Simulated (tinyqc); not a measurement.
Inside a calculation: shallow donor in effective-mass theory, with valley-orbit splitting. Values are carried at full precision from step to step, so a last printed digit may differ when a step is redone from the rounded ones.

Constants: Ry = 13.60569312 eV; a0 (Bohr radius) = 0.5291772105 angstrom; hbar^2/2m0 = 3.80998211 eV angstrom^2; e^2/(4 pi eps0) = 14.39964547 eV angstrom.

Parameters, chosen for this exercise (near those of a group-V donor in Si; not measured data):
```
symbol  value  unit      meaning
ml      0.929  m0        longitudinal mass
mt      0.182  m0        transverse mass
eps     11.2             dielectric constant
a       22     angstrom  trial radius across the axis
b       15.9   angstrom  trial radius along the axis
E0      -31.3  meV       single-valley level
D0      4.09   meV       central-cell shift
D1      2.19   meV       coupling of perpendicular valleys
D2      1.56   meV       coupling of opposite valleys
Ds      34.8   meV       strain splitting: z valleys less the others
```

## Hydrogen-like estimates

Ry* = Ry m/eps^2 and a* = a0 eps/m for four choices of one mass: mt, the conductivity mass 3/(1/ml + 2/mt), the density-of-states mass (ml mt^2)^(1/3), and ml.

Estimates:
```
mass               m (m0)  Ry* (meV)  a* (angstrom)
mt                 0.1820      19.74          32.56
conductivity       0.2486      26.97          23.84
density of states  0.3134      33.99          18.91
ml                 0.9290     100.76           6.38
```

## Energy of one trial function

One valley: H = -c [(d2/dx2 + d2/dy2)/mt + (d2/dz2)/ml] - q/(eps r), c = hbar^2/2m0, q = e^2/(4 pi eps0). Trial function exp(-sqrt((x^2 + y^2)/a^2 + z^2/b^2)) with a > b: T = (c/3)(2/(mt a^2) + 1/(ml b^2)), V = -(q/eps) atan(u/b)/u, u = sqrt(a^2 - b^2). The central cell of the impurity is left out.

Evaluate T, V and E. Scaling both radii by f changes T to T/f^2 and V to V/f, so the best factor is f = -2T/V, with energy -V^2/(4T).

T = 34.242 meV
V = -64.522 meV
E = -30.280 meV
best scale factor = 1.0614
energy after scaling = -30.394 meV

The virial ratio -V/T is 1.884; it is 2 at the best scale. Scaling gains 0.115 meV.

## Scan over the shape

For each ratio b/a = 0.2, 0.3, ..., 0.9 the best scale follows from a = -2 T1/V1, with T1 and V1 taken at a = 1 angstrom.

Scan:
```
b/a  a (angstrom)  b (angstrom)  E (meV)
0.2         53.57         10.71  -16.772
0.3         34.16         10.25  -24.977
0.4         27.67         11.07  -29.385
0.5         24.99         12.49  -31.107
0.6         23.83         14.30  -31.274
0.7         23.39         16.37  -30.613
0.8         23.34         18.67  -29.539
0.9         23.52         21.17  -28.283
```

The best listed ratio is 0.6; (mt/ml)^(1/2) = 0.44 and (mt/ml)^(1/3) = 0.58 are common guesses.

## The minimum

Minimise over a and b. The Mott estimate n_c = (0.25/a_m)^3 uses a_m = (a^2 b)^(1/3); 1/angstrom^3 = 1e24/cm^3.

a = 24.15 angstrom
b = 13.59 angstrom
E = -31.339 meV
a_m = 19.94 angstrom
n_c = 1.97 x 1e18/cm^3

b/a = 0.563. The binding energy is 1.588 times Ry*(mt). The central cell of a real donor shrinks the orbit and raises n_c (3.7 x 1e18/cm^3 for P in Si).

## The valley-orbit matrix

Basis: the 1s envelopes of the valleys +x, -x, +y, -y, +z, -z. Diagonal E0 - D0, element -D2 between opposite valleys and -D1 between perpendicular ones. Strain along [001] adds 2 Ds/3 to the z valleys and -Ds/3 to the others.

Fill it in with the strain.

H (meV), rows +x, -x, +y, -y, +z, -z and columns alike:
```
[[-46.990, -1.560, -2.190, -2.190, -2.190, -2.190],
 [-1.560, -46.990, -2.190, -2.190, -2.190, -2.190],
 [-2.190, -2.190, -46.990, -1.560, -2.190, -2.190],
 [-2.190, -2.190, -1.560, -46.990, -2.190, -2.190],
 [-2.190, -2.190, -2.190, -2.190, -12.190, -1.560],
 [-2.190, -2.190, -2.190, -2.190, -1.560, -12.190]]
```

## Levels and ground state

Diagonalise. For the lowest state give the amplitudes (positive) and (sum of amplitudes)^2/6, the contact density relative to no strain.

levels (meV): [-53.886, -45.430, -45.430, -44.170, -12.794, -10.630]

amplitudes: +x 0.4941, -x 0.4941, +y 0.4941, -y 0.4941, +z 0.1079, -z 0.1079

relative contact density = 0.8010

The z valleys hold 2.3 % of the ground state, against 33.3 % without strain.

## Checks

- Energy from 21 anisotropic Gaussians against the two-parameter function, meV: -31.38 against -31.34.
- Unstrained levels against E0 - D0 - 4 D1 - D2 (A1), E0 - D0 + D2 (T2, threefold) and E0 - D0 + 2 D1 - D2 (E, twofold): they agree to 1e-10 or better.

Computed by tinyqc, a small Python program: `OMP_NUM_THREADS=1 python tinyqc.py 1251661 1251662 out.jsonl` (the numbers bound the seed that draws the inputs); one thread of a shared host (Intel(R) Xeon(R) Processor @ 2.30GHz), about 0.01 s for the whole set of steps.
